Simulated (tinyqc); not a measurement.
Raising U: Hubbard chain of 4 sites, mean field against exact. Computed by the program tinyqc. Collinear unrestricted mean field (the lowest of 40 random starts) against exact diagonalisation.

one-body matrix (hopping and site energies) (eV):
```
         1        2        3        4
1   0.0000  -0.5400   0.0000   0.0000
2  -0.5400   0.0000  -0.5400   0.0000
3   0.0000  -0.5400   0.0000  -0.5400
4   0.0000   0.0000  -0.5400   0.0000
```

electrons, up and down: 2  1

Exact and mean-field results (eV):
```
U          U/t   E exact  E mean field  mean |n_up - n_down|  double occupancy, exact  first gap in the sector
0.270    0.500  -1.95382      -1.94744                 0.250                    0.111                    0.532
0.540    1.000  -1.84135      -1.81637                 0.250                    0.097                    0.511
1.080    2.000  -1.65755      -1.56645                 0.250                    0.074                    0.451
1.620    3.000  -1.51971      -1.34880                 0.377                    0.055                    0.391
3.240    6.000  -1.27793      -0.98244                 0.626                    0.025                    0.259
4.320    8.000  -1.19236      -0.90563                 0.728                    0.016                    0.207
6.480   12.000  -1.09533      -0.85745                 0.741                    0.008                    0.146
10.800  20.000  -1.01022      -0.81978                 0.747                 3.05e-03                    0.090
```

Estimate the missing row, U = 2.16.

Computed row:
```
U        U/t   E exact  E mean field  mean |n_up - n_down|  double occupancy, exact  first gap in the sector
2.160  4.000  -1.41649      -1.18332                 0.498                    0.041                    0.338
```

In absolute terms mean field is worst at U/t = 6.0, 0.295 eV too high: at small U it is nearly exact, and at large U it still misses the motion of the hole through a fluctuating spin background. Relative to the exact energy its error is 0.3 % at the smallest U, 24 % at most and 19 % at the largest. The double occupancy falls from 0.111 to 0.003.
